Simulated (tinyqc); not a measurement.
Raising the sheet density: Gamma, L and X subbands of a thin body with non-parabolic valleys.

Hard walls, flat band, c = hbar^2/2m0, energies from the bulk Gamma edge. For a valley at angle theta to the normal 1/m_z = cos^2/ml + sin^2/mt and m_d = sqrt(ml mt^2/m_z). Subband n starts at E_v + e with e (1 + a e) = c (n pi/t)^2/m_z, and its density-of-states mass is taken as m_d (1 + 2 a e), without further growth at higher in-plane energy. Groups are named by valley and degeneracy.

n_i = g m/(2 pi c) kB T ln(1 + exp((EF - E_i)/kB T)), sum n_i = Ns (1e12/cm^2 = 1e-4/angstrom^2), c = hbar^2/2m0. Quantum capacitance Cq = 1602.176634 sum g m/(2 pi c) f_i in microfarad/cm^2 with f_i = 1/(1 + exp((E_i - EF)/kB T)); Cox = 34.5313/eot (one gate); C/Cox = Cq/(Cq + Cox), the centroid term left out.

Constants: hbar^2/2m0 = 3.80998211 eV angstrom^2; kB = 8.617333262e-05 eV/K.

Values chosen for the exercise (near those of a thin Ge channel; the results hold for these values, not for the real material):
```
symbol  value                      unit         meaning
face    100                                     surface
mG      0.0382                     m0           Gamma mass
aG      1.03                       1/eV         Gamma non-parabolicity
EL      -0.157                     eV           L edge above Gamma
mL      (1.625, 0.085)             m0           L valleys (four, along <111>): ml, mt
EX      0.043                      eV           X edge above Gamma
mX      (0.878, 0.191)             m0           Delta valleys (six, along <100>): ml, mt
aS      0.6                        1/eV         non-parabolicity of L and X
t       38                         angstrom     body thickness
T       300                        K            temperature
eot     6                          angstrom     equivalent oxide thickness
Nl      (0.5, 1, 2, 4, 7, 11, 16)  x 1e12/cm^2  sheet densities
```

Fixed thickness, n = 1 to 8 of all groups; the gate overdrive above the lowest edge is (EF - E_lowest)/e + 0.1602177 Ns/Cox in volts.

Results:
```
Ns (1e12/cm^2),EF - lowest (eV),Gamma share (%),Cq,C/Cox,overdrive (V)
0.5,-0.091,0.0,3.06,0.347,-0.077
1.0,-0.073,0.0,6.03,0.512,-0.045
2.0,-0.054,0.0,11.74,0.671,0.001
4.0,-0.035,0.0,22.28,0.795,0.076
7.0,-0.018,0.0,36.15,0.863,0.177
11.0,-0.004,0.0,51.65,0.900,0.303
16.0,0.010,0.0,67.29,0.921,0.455
```

The lowest subband is L4 n=1; the light Gamma level lies 431 meV above it, above that valley in the bulk already and lifted further by confinement. At the highest density band filling takes 0.010 V of the 0.455 V overdrive. Cq grows from 3.1 to 67.3 microfarad/cm^2 while EF moves from -0.091 to +0.010 eV against the lowest edge; the Gamma share stays near 0 %.

(tinyqc, `OMP_NUM_THREADS=1 python tinyqc.py 1251798 1251799 out.jsonl`, Intel(R) Xeon(R) Processor @ 2.30GHz, 1 thread, shared host, about 0.02 s.)
